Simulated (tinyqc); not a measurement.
Wannier functions of a composite (isolated) pair of valence bands (bonds of an sp chain): sweeps and comparisons. A value that a table varies takes the place of the one given here.

Each atom has a hybrid pointing left (<) and right (>). H(k): diagonal +V3 on A, -V3 on B; <A<|A>> = -V1a, <B<|B>> = -V1b, <A>|B<> = -V2, <B>|A<> = -V2p exp(ik); k in 1/a, Bloch sums with exp(ikR). The two lowest bands are filled. Trial functions in cell 0: g1 = cos(c) A> + sin(c) B<, and g2 = sin(c) B> + cos(c) A< of cell 1, whose Bloch vector has cos(c) exp(-ik) on A<. Projection A_mn = <psi_m|g_n>, S = A^+ A, Loewdin U = A S^(-1/2), Bloch-like states w_n = sum_m psi_m U_mn, H_W(k) = U^+ diag(E) U. P = sum_m |psi_m><psi_m| is free of phase choices, and S = g^+ P g, w = P g S^(-1/2).

Values chosen for the exercise:
- V2 = 2.58 eV (coupling in the bond A-B inside the cell)
- V2p = 4.93 eV (coupling in the bond to the next cell)
- V1a = 1.07 eV (coupling of the two hybrids on A)
- V1b = 1.31 eV (the same on B)
- V3 = 2.2 eV (A at +V3, B at -V3)
- xb = 0.46 a (position of B (A at 0))
- c = 45 degrees (trial bonds cos(c) on A, sin(c) on B)

## Choice of the trial bonds

N = 12; centres and spreads in real space with point-like hybrids at R and R + xb; smallest eigenvalue of S over the mesh.

Trial angle:

| c (deg) | smallest S | centre 1 (a) | centre 2 (a) | sum of centres | total spread (a^2) | H_12(R = 0), mean over k (eV) |
|---|---|---|---|---|---|---|
| 15 | 0.366 | 0.3782 | 0.6249 | 1.0031 | 0.0975 | -1.0042 |
| 30 | 0.625 | 0.3784 | 0.6248 | 1.0031 | 0.0971 | -0.9934 |
| 45 | 0.850 | 0.3785 | 0.6247 | 1.0031 | 0.0969 | -0.9853 |
| 55 | 0.951 | 0.3785 | 0.6246 | 1.0031 | 0.0969 | -0.9806 |
| 65 | 0.953 | 0.3786 | 0.6245 | 1.0031 | 0.0969 | -0.9760 |
| 75 | 0.854 | 0.3786 | 0.6245 | 1.0031 | 0.0969 | -0.9712 |
| 85 | 0.712 | 0.3787 | 0.6244 | 1.0031 | 0.0969 | -0.9660 |

How do the results move?

The sum of the centres stays at 1.0031 a within 0.0000: it gives the electronic polarisation, modulo a, and is fixed by the filled space. Single centres move by up to 0.0005 a and H_12(0), a matter of gauge, moves by 38 meV. The total spread runs only from 0.0969 to 0.0975 a^2, so the orthogonalisation repairs even poor trials; the projection is best at c = 65 degrees among these rows, and the two bonds, isolated, have c = 65 and 57.

## Interpolating the pair or each band alone

Largest error on 25 points from 0 to pi. Pair: diagonalise the Hermitian part of sum_R exp(ikR) H(R) over the N cells nearest the origin, with H(R) the mean of exp(-ikR) H_W(k) on the mesh k = 2 pi j/N. Alone: the cosine series of each sorted band on the same mesh.

Errors (meV):

| N | pair | each band alone |
|---|---|---|
| 3 | 2.15898 | 8.38116 |
| 4 | 0.06932 | 0.45757 |
| 5 | 0.06594 | 0.59272 |
| 6 | 0.00364 | 0.03171 |
| 8 | 0.00017 | 0.00259 |
| 10 | 0.00001 | 0.00021 |
| 14 | 0.00000 | 0.00000 |

smallest spacing of the two filled bands = 2.4844 eV

What does this show, and why?

At N = 6 the pair errs by 0.0036 meV and the single bands by 0.032; at N = 10, 8.8e-06 against 0.00021. Both fall exponentially: the pair at a rate tied to the gap to the empty bands (5.70 eV), the single bands at a slower one tied to their own spacing (2.484 eV at the closest). Not every column falls at every step, since even meshes hold k = pi and odd ones do not.

## What each parameter does

N = 12: centres, total spread (point-like hybrids at R and R + xb) and H_12(0). Each row changes one parameter from the base and keeps the others.

Results:

| case | centre 1 (a) | centre 2 (a) | total spread (a^2) | H_12(0) (eV) |
|---|---|---|---|---|
| base | 0.3785 | 0.6247 | 0.0969 | -0.9853 |
| V2 = 2.98 eV | 0.3656 | 0.6239 | 0.1002 | -0.9702 |
| V2p = 5.33 eV | 0.3787 | 0.6314 | 0.0980 | -0.9756 |
| V1a = 1.27 eV | 0.3778 | 0.6261 | 0.0979 | -0.9825 |
| V1b = 1.51 eV | 0.3789 | 0.6251 | 0.0981 | -1.1347 |
| V3 = 2.6 eV | 0.3926 | 0.6086 | 0.0882 | -1.0272 |
| xb = 0.51 a | 0.4192 | 0.6593 | 0.0932 | -0.9853 |

How do the results move?

The largest shifts from the base row, up to three for each result and ties (the steps differ in size, so this ranks the rows, not the parameters). centre 1 (a): xb +0.0407, V3 +0.0141, V2 -0.0129. centre 2 (a): xb +0.0346, V3 -0.0161, V2p +0.0067. total spread (a^2): V3 -0.0088, xb -0.0038, V2 +0.0032. H_12(0) (eV): V1b -0.1493, V3 -0.0418, V2 +0.0151; unchanged at the printed digits by xb.

Program tinyqc; command `OMP_NUM_THREADS=1 python tinyqc.py 1451033 1451034 out.jsonl`; about 0.2 s on one thread of a shared Intel(R) Xeon(R) Processor @ 2.30GHz.
